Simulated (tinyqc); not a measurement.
Where a level does most harm: Shockley-Read-Hall recombination through one deep level.

One level at Et with degeneracy 1: tn = 1/(sn vth Nt), tp = 1/(sp_ vth Nt), n1 = Nc exp((Et - Eg)/kT), p1 = Nv exp(-Et/kT), ni^2 = n1 p1. Equilibrium p0 = Nm, n0 = ni^2/Nm; n = n0 + dn, p = p0 + dn. U = (n p - ni^2)/(tp (n + n1) + tn (p + p1)), lifetime dn/U; emission rates en = sn vth n1, ep = sp_ vth p1.

Constants: kB = 8.617333262e-05 eV/K.

Parameters, chosen for this exercise (gap and densities of states near those of GaN at this temperature; the results hold for these values, not for the real material): Eg = 3.399 eV (gap); Nc = 2.3e+18 1/cm^3 (conduction-band density of states); Nv = 4.51e+19 1/cm^3 (valence-band density of states); T = 300 K; Nt = 5.8e+15 1/cm^3 (defects); sn = 5e-15 cm^2 (electron capture cross-section); sp_ = 9.8e-15 cm^2 (hole capture cross-section); vth = 18000000 cm/s (thermal velocity, both carriers); Nm = 5.8e+16 1/cm^3 (equilibrium holes for the lifetime steps).

Et takes the values listed; G = Nt en ep/(en + ep) in a depleted region; the lifetime is for dn = 1e11 1/cm^3.

Results:

| Et (eV) | lifetime (microsecond) | G (1/(cm^3 s)) |
|---|---|---|
| 0.204 | 0.00247 | 2.55e-27 |
| 0.476 | 0.00192 | 9.44e-23 |
| 0.748 | 0.00192 | 3.50e-18 |
| 1.020 | 0.00192 | 1.30e-13 |
| 1.292 | 0.00192 | 4.82e-09 |
| 1.564 | 0.00192 | 0.000179 |
| 1.835 | 0.00192 | 0.00687 |
| 2.107 | 0.00192 | 1.85e-07 |
| 2.379 | 0.00192 | 5.00e-12 |
| 2.651 | 0.00192 | 1.35e-16 |
| 2.923 | 0.00192 | 3.63e-21 |
| 3.195 | 0.00193 | 9.78e-26 |

Generation peaks where en = ep, at Eg/2 + (kT/2) ln(sp_ Nv/(sn Nc)) = 1.747 eV; the largest value listed is at 1.835 eV, and G falls by a decade for each 0.060 eV away from the peak. The lifetime is within a factor 2 of its minimum, 0.00192 microsecond, from 0.204 to 3.195 eV: recombination tolerates a wide range of Et, generation a narrow one.

(tinyqc, `OMP_NUM_THREADS=1 python tinyqc.py 1652255 1652256 out.jsonl`, Intel(R) Xeon(R) Processor @ 2.30GHz, 1 thread, shared host, about 0.01 s.)
